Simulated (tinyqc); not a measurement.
Inside a calculation. Method: RKS/BLYP in the sto-3g basis, for BeH2, spin multiplicity 1. One step of it, computed by the program tinyqc.

Task: Iteration 2: building the Kohn-Sham matrix. J_ij = sum D_kl (ij|kl); F = H + J + V_xc; E = tr D H + tr D J / 2 + E_xc + E_nn.

D after iteration 1, order 1Be 1s, 1Be 2s, 1Be 2px, 1Be 2py, 1Be 2pz, 2H 1s, 3H 1s:
```
[[2.144481, -0.551042, 0.000000, 0.000000, 0.000000, 0.000325, 0.000325],
 [-0.551042, 2.047954, 0.000000, 0.000000, 0.000000, 0.051021, 0.051021],
 [0.000000, 0.000000, 0.000000, 0.000000, 0.000000, 0.000000, 0.000000],
 [0.000000, 0.000000, 0.000000, 2.025702, 0.000000, -0.012558, 0.012558],
 [0.000000, 0.000000, 0.000000, 0.000000, 0.000000, 0.000000, 0.000000],
 [0.000325, 0.051021, 0.000000, -0.012558, 0.000000, 0.001448, 0.001292],
 [0.000325, 0.051021, 0.000000, 0.012558, 0.000000, 0.001292, 0.001448]]
```

core Hamiltonian H = T + V (hartree), order 1Be 1s, 1Be 2s, 1Be 2px, 1Be 2py, 1Be 2pz, 2H 1s, 3H 1s:
```
[[-8.634597, -2.131432, 0.000000, 0.000000, 0.000000, -0.530178, -0.530178],
 [-2.131432, -2.824863, 0.000000, 0.000000, 0.000000, -1.234506, -1.234506],
 [0.000000, 0.000000, -2.282312, 0.000000, 0.000000, 0.000000, 0.000000],
 [0.000000, 0.000000, 0.000000, -2.506636, 0.000000, -1.288294, 1.288294],
 [0.000000, 0.000000, 0.000000, 0.000000, -2.282312, 0.000000, 0.000000],
 [-0.530178, -1.234506, 0.000000, -1.288294, 0.000000, -2.183056, -0.111621],
 [-0.530178, -1.234506, 0.000000, 1.288294, 0.000000, -0.111621, -2.183056]]
```

Two-electron integrals (ij|kl) in chemists' order, unique and non-zero (hartree):
```
(11|11) 2.298831    (21|11) 0.392036    (21|21) 0.079539    (22|11) 0.570988
(22|21) 0.143041    (22|22) 0.417683    (31|31) 0.014607    (32|31) 0.021888
(32|32) 0.092265    (33|11) 0.569578    (33|21) 0.143083    (33|22) 0.417589
(33|33) 0.449859    (41|41) 0.014607    (42|41) 0.021888    (42|42) 0.092265
(43|43) 0.024249    (44|11) 0.569578    (44|21) 0.143083    (44|22) 0.417589
(44|33) 0.401360    (44|44) 0.449859    (51|51) 0.014607    (52|51) 0.021888
(52|52) 0.092265    (53|53) 0.024249    (54|54) 0.024249    (55|11) 0.569578
(55|21) 0.143083    (55|22) 0.417589    (55|33) 0.401360    (55|44) 0.401360
(55|55) 0.449859    (61|11) 0.095281    (61|21) 0.019316    (61|22) 0.035001
(61|33) 0.034747    (61|41) 0.001728    (61|42) 0.003236    (61|44) 0.035528
(61|55) 0.034747    (61|61) 0.004925    (62|11) 0.215426    (62|21) 0.054673
(62|22) 0.171969    (62|33) 0.165641    (62|41) 0.007186    (62|42) 0.042690
(62|44) 0.184471    (62|55) 0.165641    (62|61) 0.014677    (62|62) 0.102377
(63|31) 0.005218    (63|32) 0.023909    (63|43) 0.007547    (63|63) 0.009875
(64|11) 0.225622    (64|21) 0.057994    (64|22) 0.191414    (64|33) 0.180080
(64|41) 0.011753    (64|42) 0.066706    (64|44) 0.213887    (64|55) 0.180080
(64|61) 0.016335    (64|62) 0.130055    (64|64) 0.171354    (65|51) 0.005218
(65|52) 0.023909    (65|54) 0.007547    (65|65) 0.009875    (66|11) 0.380670
(66|21) 0.098400    (66|22) 0.345436    (66|33) 0.320327    (66|41) 0.015760
(66|42) 0.118685    (66|44) 0.395380    (66|55) 0.320327    (66|61) 0.027225
(66|62) 0.257213    (66|64) 0.347987    (66|66) 0.774606    (71|11) 0.095281
(71|21) 0.019316    (71|22) 0.035001    (71|33) 0.034747    (71|41) -0.001728
(71|42) -0.003236   (71|44) 0.035528    (71|55) 0.034747    (71|61) 0.004489
(71|62) 0.012379    (71|64) 0.012609    (71|66) 0.021936    (71|71) 0.004925
(72|11) 0.215426    (72|21) 0.054673    (72|22) 0.171969    (72|33) 0.165641
(72|41) -0.007186   (72|42) -0.042690   (72|44) 0.184471    (72|55) 0.165641
(72|61) 0.012379    (72|62) 0.054942    (72|64) 0.055347    (72|66) 0.102425
(72|71) 0.014677    (72|72) 0.102377    (73|31) 0.005218    (73|32) 0.023909
(73|43) -0.007547   (73|63) 0.004286    (73|73) 0.009875    (74|11) -0.225622
(74|21) -0.057994   (74|22) -0.191414   (74|33) -0.180080   (74|41) 0.011753
(74|42) 0.066706    (74|44) -0.213887   (74|55) -0.180080   (74|61) -0.012609
(74|62) -0.055347   (74|64) -0.053292   (74|66) -0.101387   (74|71) -0.016335
(74|72) -0.130055   (74|74) 0.171354    (75|51) 0.005218    (75|52) 0.023909
(75|54) -0.007547   (75|65) 0.004286    (75|75) 0.009875    (76|11) 0.018951
(76|21) 0.004685    (76|22) 0.013189    (76|33) 0.012980    (76|44) 0.013600
(76|55) 0.012980    (76|61) 0.001151    (76|62) 0.005575    (76|64) 0.006307
(76|66) 0.011511    (76|71) 0.001151    (76|72) 0.005575    (76|74) -0.006307
(76|76) 0.000424    (77|11) 0.380670    (77|21) 0.098400    (77|22) 0.345436
(77|33) 0.320327    (77|41) -0.015760   (77|42) -0.118685   (77|44) 0.395380
(77|55) 0.320327    (77|61) 0.021936    (77|62) 0.102425    (77|64) 0.101387
(77|66) 0.191839    (77|71) 0.027225    (77|72) 0.257213    (77|74) -0.347987
(77|76) 0.011511    (77|77) 0.774606
```

nuclear repulsion = 3.26178846 hartree

V_xc (hartree), order 1Be 1s, 1Be 2s, 1Be 2px, 1Be 2py, 1Be 2pz, 2H 1s, 3H 1s:
```
[[-1.514401, -0.223496, 0.000000, 0.000000, 0.000000, -0.055504, -0.055504],
 [-0.223496, -0.358589, 0.000000, 0.000000, 0.000000, -0.152121, -0.152121],
 [0.000000, 0.000000, -0.333993, 0.000000, 0.000000, 0.000000, 0.000000],
 [0.000000, 0.000000, 0.000000, -0.399826, 0.000000, -0.171448, 0.171448],
 [0.000000, 0.000000, 0.000000, 0.000000, -0.333993, 0.000000, 0.000000],
 [-0.055504, -0.152121, 0.000000, -0.171448, 0.000000, -0.305186, -0.012223],
 [-0.055504, -0.152121, 0.000000, 0.171448, 0.000000, -0.012223, -0.305186]]
```

E_xc = sum of w rho eps_xc = -3.57546098 hartree

Give: Coulomb J; Kohn-Sham matrix F; total energy of this density.

Result:

Coulomb J (hartree), order 1Be 1s, 1Be 2s, 1Be 2px, 1Be 2py, 1Be 2pz, 2H 1s, 3H 1s:
```
[[6.855, 1.344, 0.000, 0.000, 0.000, 0.329, 0.329],
 [1.344, 2.795, 0.000, 0.000, 0.000, 1.140, 1.140],
 [0.000, 0.000, 2.758, 0.000, 0.000, 0.000, 0.000],
 [0.000, 0.000, 0.000, 2.858, 0.000, 1.259, -1.259],
 [0.000, 0.000, 0.000, 0.000, 2.758, 0.000, 0.000],
 [0.329, 1.140, 0.000, 1.259, 0.000, 2.243, 0.091],
 [0.329, 1.140, 0.000, -1.259, 0.000, 0.091, 2.243]]
```

Kohn-Sham matrix F (hartree), order 1Be 1s, 1Be 2s, 1Be 2px, 1Be 2py, 1Be 2pz, 2H 1s, 3H 1s:
```
[[-3.294, -1.011, 0.000, 0.000, 0.000, -0.257, -0.257],
 [-1.011, -0.389, 0.000, 0.000, 0.000, -0.247, -0.247],
 [0.000, 0.000, 0.141, 0.000, 0.000, 0.000, 0.000],
 [0.000, 0.000, 0.000, -0.048, 0.000, -0.201, 0.201],
 [0.000, 0.000, 0.000, 0.000, 0.141, 0.000, 0.000],
 [-0.257, -0.247, 0.000, -0.201, 0.000, -0.245, -0.033],
 [-0.257, -0.247, 0.000, 0.201, 0.000, -0.033, -0.245]]
```

total energy of this density = -15.08458 hartree
